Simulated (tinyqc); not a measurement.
Leaving out one process at a time: Debye-Callaway model of lattice thermal conductivity. Computed by tinyqc, a small Python program. Command: `OMP_NUM_THREADS=1 python tinyqc.py 3005709 3005710 out.jsonl callaway walk`. One thread of a shared host (Intel(R) Xeon(R) Processor @ 2.30GHz), about 0.01 s of CPU time with the checks.

Three acoustic branches with one velocity v, cut at omega_D = k_B Theta/hbar; x = hbar omega/(k_B T). v and Theta are separate inputs: Theta cuts off the heat-carrying modes, so C need not reach 3 k_B/V. gamma is an effective value that sets the umklapp rate.

Inputs (values chosen for the exercise, for a model crystal):
```
quantity,value,unit
sound velocity v,3890,m/s
Debye temperature Theta,353,K
volume per atom V,32.8,angstrom^3
mean atomic mass M,21.2,u
effective Grueneisen parameter gamma,1.83,-
umklapp exponent divisor b,2,-
vacancy fraction n_v,0.00033,-
Casimir length L,550,micrometre
temperature T,20,K
```

Sample: crystal. Point defects: vacancies. Normal processes: left out.

Constants: k_B = 1.380649e-23 J/K; hbar = 1.054571817e-34 J s; u = 1.6605390666e-27 kg.

Method:
- A vacancy counts as a mass defect Delta M/M = -3 (the missing mass and twice its bonds), so Gamma = 9 n_v. A = V Gamma/(4 pi v^3).
- Rates: point defects A omega^4; umklapp B omega^2 T exp(-Theta/(b T)) with B = hbar gamma^2/(M v^2 Theta). Boundaries: v/L.
- kappa_1 = c int tau_C g dx, g = x^4 e^x/(e^x - 1)^2, c = (k_B/(2 pi^2 v)) (k_B T/hbar)^3, over 0 < x < min(Theta/T, 40), by 96 Gauss-Legendre points in s with x = x_max s^2; tau_C = tau_R, the inverse of the summed rates, and kappa = kappa_1.

Rayleigh coefficient A = 1.31696e-43 s^3

Conductivity at T:
```
case,kappa (W/(m K)),ratio to all
all processes,346.72,1
without point defects,10437,30.102
without boundaries,10218,29.470
without umklapp,347.39,1.0019
```

What follows from these numbers?

Removing point defects raises kappa most, by a factor 30.1; removing umklapp gives only 1.00.
